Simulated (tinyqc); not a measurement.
Raising the sheet density: Gamma, L and X subbands of a thin body with non-parabolic valleys.

Hard walls, flat band, c = hbar^2/2m0, energies from the bulk Gamma edge. For a valley at angle theta to the normal 1/m_z = cos^2/ml + sin^2/mt and m_d = sqrt(ml mt^2/m_z). Subband n starts at E_v + e with e (1 + a e) = c (n pi/t)^2/m_z, and its density-of-states mass is taken as m_d (1 + 2 a e), without further growth at higher in-plane energy. Groups are named by valley and degeneracy.

n_i = g m/(2 pi c) kB T ln(1 + exp((EF - E_i)/kB T)), sum n_i = Ns (1e12/cm^2 = 1e-4/angstrom^2), c = hbar^2/2m0. Quantum capacitance Cq = 1602.176634 sum g m/(2 pi c) f_i in microfarad/cm^2 with f_i = 1/(1 + exp((E_i - EF)/kB T)); Cox = 34.5313/eot (one gate); C/Cox = Cq/(Cq + Cox), the centroid term left out.

Constants: hbar^2/2m0 = 3.80998211 eV angstrom^2; kB = 8.617333262e-05 eV/K.

Values chosen for the exercise (near those of a thin Ge channel; not measured data):
- face = 111 (surface)
- mG = 0.0382 m0 (Gamma mass)
- aG = 1.02 1/eV (Gamma non-parabolicity)
- EL = -0.168 eV (L edge above Gamma)
- mL = (1.554, 0.081) m0 (L valleys (four, along <111>): ml, mt)
- EX = 0.029 eV (X edge above Gamma)
- mX = (0.882, 0.186) m0 (Delta valleys (six, along <100>): ml, mt)
- aS = 0.63 1/eV (non-parabolicity of L and X)
- t = 38 angstrom (body thickness)
- T = 300 K (temperature)
- eot = 9 angstrom (equivalent oxide thickness)
- Nl = (0.5, 1, 2, 4, 7, 11, 16) x 1e12/cm^2 (sheet densities)

Fixed thickness, n = 1 to 8 of all groups; the gate overdrive above the lowest edge is (EF - E_lowest)/e + 0.1602177 Ns/Cox in volts.

Results:

| Ns (1e12/cm^2) | EF - lowest (eV) | Gamma share (%) | Cq | C/Cox | overdrive (V) |
|---|---|---|---|---|---|
| 0.5 | -0.014 | 0.0 | 2.57 | 0.401 | 0.007 |
| 1.0 | 0.009 | 0.0 | 4.43 | 0.536 | 0.051 |
| 2.0 | 0.037 | 0.0 | 7.10 | 0.649 | 0.121 |
| 4.0 | 0.073 | 0.0 | 10.60 | 0.734 | 0.240 |
| 7.0 | 0.112 | 0.0 | 14.62 | 0.792 | 0.404 |
| 11.0 | 0.148 | 0.0 | 20.82 | 0.844 | 0.608 |
| 16.0 | 0.180 | 0.0 | 32.21 | 0.894 | 0.848 |

The lowest subband is L1 n=1; the light Gamma level lies 614 meV above it, above that valley in the bulk already and lifted further by confinement. At the highest density band filling takes 0.180 V of the 0.848 V overdrive. Cq grows from 2.6 to 32.2 microfarad/cm^2 while EF moves from -0.014 to +0.180 eV against the lowest edge; the Gamma share stays near 0 %.

tinyqc: `OMP_NUM_THREADS=1 python tinyqc.py 1281091 1281092 out.jsonl`; about 0.05 s, one thread, shared Intel(R) Xeon(R) Processor @ 2.30GHz.
